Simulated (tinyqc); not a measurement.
Worked calculation: tunnelling through a thin dielectric with one trap, as a tight-binding chain. Values are carried at full precision from step to step, so a last printed digit may differ when a step is redone from the rounded ones.

Hopping -t everywhere, t = c/(m a^2), c = hbar^2/2m0; lead sites at 2t (band bottom 0), barrier sites 1 to N at 2t + phi, and site j has U besides. No voltage. Leads give S = -t exp(ika) on sites 1 and N, cos(ka) = 1 - E/(2t). T = (2 t sin(ka))^2 |G_1N|^2, G = (E - H - S)^-1. In the barrier cosh(q a) = 1 + (phi - E)/(2t).

Constants: hbar^2/2m0 = 3.80998211 eV angstrom^2; hbar = 6.58211957e-16 eV s.

Inputs chosen for the exercise (barrier and mass of the size used for Si3N4 on silicon; the results hold for these values, not for the real material): a = 3 angstrom (site spacing); m = 0.44 m0 (mass, the same in leads and barrier); phi = 2.15 eV (conduction edge of the barrier above that of the leads); U = -2.74 eV (extra energy on the trap site); E = 0.75 eV (electron energy); N = 10 (barrier sites); j = 5 (site of the trap).

## Scales

Form t, ka, q a, and the level of the trap in an endless barrier, Eb = phi + 2t - sqrt(4 t^2 + U^2).

t = 0.962117 eV
ka = 0.9144399 rad
q a = 1.14304
Eb = 0.7261 eV

## The matrix E - H - S

Fill it in.

E - H - S (eV):
```
,1,2,3,4,5,6,7,8,9,10
1,-2.737117+0.762209i,0.962117,0.000000,0.000000,0.000000,0.000000,0.000000,0.000000,0.000000,0.000000
2,0.962117,-3.324233,0.962117,0.000000,0.000000,0.000000,0.000000,0.000000,0.000000,0.000000
3,0.000000,0.962117,-3.324233,0.962117,0.000000,0.000000,0.000000,0.000000,0.000000,0.000000
4,0.000000,0.000000,0.962117,-3.324233,0.962117,0.000000,0.000000,0.000000,0.000000,0.000000
5,0.000000,0.000000,0.000000,0.962117,-0.584233,0.962117,0.000000,0.000000,0.000000,0.000000
6,0.000000,0.000000,0.000000,0.000000,0.962117,-3.324233,0.962117,0.000000,0.000000,0.000000
7,0.000000,0.000000,0.000000,0.000000,0.000000,0.962117,-3.324233,0.962117,0.000000,0.000000
8,0.000000,0.000000,0.000000,0.000000,0.000000,0.000000,0.962117,-3.324233,0.962117,0.000000
9,0.000000,0.000000,0.000000,0.000000,0.000000,0.000000,0.000000,0.962117,-3.324233,0.962117
10,0.000000,0.000000,0.000000,0.000000,0.000000,0.000000,0.000000,0.000000,0.962117,-2.737117+0.762209i
```

## Transmission

Invert the matrix; T = (2 t sin(ka))^2 |G_1N|^2.

first row of G (1/eV): -0.3712-0.1151i  -0.1078-0.03344i  -0.001281-0.0004102i  0.1034+0.03202i  0.3585+0.1110i  0.1143+0.03541i  0.03644+0.01130i  0.01161+0.003638i  0.003674+0.001269i  0.001083+0.0007478i

T = 4.025e-06

Without the trap T is 4.71e-10: the trap changes it by a factor 8.55e+03 at this energy.

## The resonance

Resonance: the lowest eigenvalue of H + S(E), iterated until its real part equals E (40 rounds from Eb = phi + 2t - sqrt(4t^2 + U^2), the level in an endless barrier). With v the normalised squared amplitudes of that state, Gamma_L = 2 t sin(ka) v_1, Gamma_R = 2 t sin(ka) v_N; Breit-Wigner T = Gamma_L Gamma_R/((E - Er)^2 + (Gamma_L + Gamma_R)^2/4).

Find Er, the two widths, the peak height 4 Gamma_L Gamma_R/(Gamma_L + Gamma_R)^2 and the escape time hbar/(Gamma_L + Gamma_R).

Er = 0.7261 eV

widths (meV): left 0.1407, right 0.01406

peak height = 0.3303
escape time = 4.25e+03 fs

squared amplitudes: 0.0001  0.0008  0.0082  0.0818  0.8183  0.0817  0.0082  0.0008  0.0001  0.0000

The nearby leads move the level 0.0 meV below its value in an endless barrier. The trap is closer to the left lead, which takes 90.9 % of the escapes.

## Checks

- T at Er from the chain against the Breit-Wigner peak: both 0.330.
- T without trap against the closed form for a lattice barrier: both 4.707e-10.

(tinyqc, `OMP_NUM_THREADS=1 python tinyqc.py 1481420 1481421 out.jsonl`, Intel(R) Xeon(R) Processor @ 2.30GHz, 1 thread, shared host, about 0.1 s.)
